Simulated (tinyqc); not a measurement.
Inversion-layer mobility, back-scattering and ballistic limit of a field-effect transistor: one step, computed by the program tinyqc. Command: `OMP_NUM_THREADS=1 python tinyqc.py 3025294 3025295 out.jsonl mos walk`. One thread of a shared host (Intel(R) Xeon(R) Processor @ 2.30GHz), about 0.01 s of CPU time with the checks.

The charge at the top of the source barrier is fixed by the gate; series resistance and short-channel effects are left out. F_j are Fermi integrals normalised to exp(eta) in the classical limit.

Task: Ballistic limit. F_j(eta) = (1/Gamma(j + 1)) int_0^infinity x^j/(1 + exp(x - eta)) dx, F_0 = ln(1 + exp(eta)). Integrals over x = E/(k_B T) use 160 Gauss-Legendre points in u = sqrt(x) from 0 to sqrt(max(eta, 0) + 32). Ballistic channel: N_2D = g_v m k_B T/(pi hbar^2), U = e V_D/(k_B T); eta_F solves N_inv = (N_2D/2)[F_0(eta_F) + F_0(eta_F - U)]; v_T = sqrt(2 k_B T/(pi m)); I/W = e (N_2D/2) v_T [F_1/2(eta_F) - F_1/2(eta_F - U)]; injection velocity v_T F_1/2(eta_F)/F_0(eta_F).

Inputs (values chosen for the exercise, modelled on an InGaAs n-channel):
```
quantity               value  unit
transport mass m       0.046   m_0
valley degeneracy g_v      1     -
drain voltage V_D       0.32     V
temperature T            300     K
```

Statistics at the top of the barrier: Fermi-Dirac.

inversion density N_inv = 1.894031e+12 1/cm^2

Constants: m_0 = 9.1093837015e-31 kg; k_B = 1.380649e-23 J/K; hbar = 1.054571817e-34 J s; k_B = 8.617333262e-05 eV/K; e = 1.602176634e-19 C.

Give: N_2D; eta_F; thermal velocity v_T; injection velocity; ballistic current I/W.

Result:

N_2D = 4.9676e+11 1/cm^2

eta_F = 7.6165

thermal velocity v_T = 2.5085 1e7 cm/s

injection velocity = 5.3203 1e7 cm/s

ballistic current I/W = 1611.8 microampere/micrometre

Degeneracy raises the injection velocity by a factor 2.12. Caution: the Fermi level lies so high that further subbands and non-parabolicity matter.
